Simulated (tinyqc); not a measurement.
## Trap density and grain size from the barrier

Question. With all traps filled Vb = q Qt^2/(8 eps0 eps_r N), and in that limit the barrier is largest at N* = Qt/Lg. Find Qt, Lg and the depleted width Qt/N.

Inputs (values chosen for the exercise): relative permittivity of the semiconductor eps_r = 11.7.

Constants: q = 1.602176634e-19 C, eps0 = 8.8541878128e-14 F/cm where lengths are in cm. Results are converted to the units shown.

barrier at N = 1.4e18 cm^-3 = 0.17896281 V
doping of the largest barrier = 4.5e17 cm^-3

Solution. The barrier gives Qt, and N* then gives Lg.

Qt = 3.60e12 cm^-2
Lg = 80.0 nm
depleted width = 25.7 nm

Computed by the program tinyqc: `OMP_NUM_THREADS=1 python tinyqc.py 2610144 2610145 out.jsonl`, one thread of a shared Intel Xeon 2.30GHz, about 0.01 s for the whole run.
